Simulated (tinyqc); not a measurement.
Surface potential of a MOS transistor: implicit equation and explicit approximations: two steps of the calculation.

p-type body, charge-sheet picture, depletion and inversion only, full ionisation (an idealisation for deep acceptors), Boltzmann statistics (rough once Na exp(x - xn) passes about Nc/7). In units of Vt: xg = (Vg - Vfb)/Vt, x = psi/Vt, G = gamma/sqrt(Vt), xn = (2 phiF + Vc)/Vt. The implicit equation is (xg - x)^2 = G^2 [x - 1 + exp(x - xn)] for x above about 3. Cox = eps0 eox/tox.

Parameters, values chosen for the exercise; band and dielectric values those of a made-up semiconductor:
- T = 250 K (temperature)
- eox = 24.7 (relative permittivity of the gate insulator (close to zirconium oxide))
- tox = 6.9 nm (insulator thickness)
- Vc = 0 V (channel-body voltage)

Constants: q = 1.602176634e-19 C, kB = 1.380649e-23 J/K, Vt = kB T/q, eps0 = 8.8541878128e-14 F/cm where lengths are in cm. Results are converted to the units shown.

Task 1. Explicit approximation. Depletion value a = 1 + [sqrt(G^2/4 + xg - 1) - G/2]^2; inversion value b = xn + ln[(xg - xn)^2/G^2 - xn + 1] and first guess y = min(a, b) - ln(1 + exp(-|a - b|)) if a > xn + 1, else b = y = a; one second-order correction with D = exp(y - xn), p = 2 (xg - y) + G^2 (1 + D), w = (xg - y)^2 - G^2 (y - 1 + D): z = y + 2 w/(p + sqrt(p^2 - 2 (2 - G^2 D) w)), or the Newton step z = y + w/p where the root is not real.

G = 1.1941697
xn = 117.86373
xg = 129.04224

Wanted: a; b; y; p; w; z.

Result 1.

a = 116.2
b = 116.2
y = 116.2
p = 27.34
w = -0.2766
z = 116.2

The root of the implicit equation is x = 116.214; y misses it by 0.010 and z by -1.7e-9, in units of Vt.

Task 2. Potential, charges and gate control. psi = Vt x; N_dep = Cox Vt G sqrt(x - 1)/q; N_inv = (Cox Vt G/q) [sqrt(x - 1 + exp(x - xn)) - sqrt(x - 1)]; dpsi/dVg = 1/[1 + G^2 (1 + exp(x - xn))/(2 (xg - x))].

converged x = 116.21363
G = 1.1941697
xn = 117.86373
xg = 129.04224

Give: psi; N_dep; N_inv; dpsi/dVg.

Result 2.

psi = 2.504 V
N_dep = 5.463e12 cm^-2
N_inv = 4.551e9 cm^-2
dpsi/dVg = 0.9379

psi lies 1.7 Vt below 2 phiF + Vc.

tinyqc, about 0.01 s, one thread, Intel Xeon 2.30GHz (shared host): `OMP_NUM_THREADS=1 python tinyqc.py 2122125 2122126 out.jsonl`
